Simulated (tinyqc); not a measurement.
## Junction parameters from two forward currents

Question. D(v) = J1 (exp(v/Vt) - 1) + J2 (exp(v/(2 Vt)) - 1). Find J1, J2 and the voltage 2 Vt ln(J2/J1) near which both parts are equal.

Parameters, values chosen for the exercise: temperature T = 300 K.

Constants: q = 1.602176634e-19 C, kB = 1.380649e-23 J/K, Vt = kB T/q. Results are converted to the units shown.

junction voltages (V): 0.25  0.69
currents (uA/um): 5.5273596e-6  0.84729368

Answer. The current is linear in J1 and J2, so two points give two equations.

J1 = 2.100e-12 uA/um
J2 = 4.400e-8 uA/um
crossover = 0.5145 V

Program tinyqc, `OMP_NUM_THREADS=1 python tinyqc.py 2182229 2182230 out.jsonl`; Intel Xeon 2.30GHz, shared host, one thread, about 0.2 s.
